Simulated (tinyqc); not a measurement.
One anharmonic mode: perturbation theory, self-consistent phonons and exact levels: one step, computed by the program tinyqc.

V(x) = k x^2/2 + b x^4 for one coordinate x of mass M. A constant K > 0 gives hbar Omega = sqrt((hbar^2/u) K/M) with K in eV/angstrom^2 and M in u.

Question. Self-consistent results. Self-consistent phonon, centred at x = 0: K = k + 12 b <x^2>, <x^2> = (hbar Omega/(2K)) coth(hbar Omega/(2 k_B T)). Its free energy is F = k_B T ln[2 sinh(hbar Omega/(2 k_B T))] + (k - K)<x^2>/2 + 3 b <x^2>^2, an upper bound to the exact one.

Inputs (values chosen for the exercise, for a model mode): mode mass M = 32.7 u; harmonic constant k = 2.37 eV/angstrom^2; quartic constant b = 22.4 eV/angstrom^4; temperature T = 75 K.

Shape: single well.

self-consistent K = 3.282340 eV/angstrom^2

Constants: hbar^2/u = 4.18015928e-03 eV angstrom^2; k_B = 8.617333262e-05 eV/K.

Give: self-consistent quantum; self-consistent <x^2>; self-consistent free energy.

Answer.

self-consistent quantum = 20.48 meV

self-consistent <x^2> = 0.003394 angstrom^2

self-consistent free energy = 9.190 meV
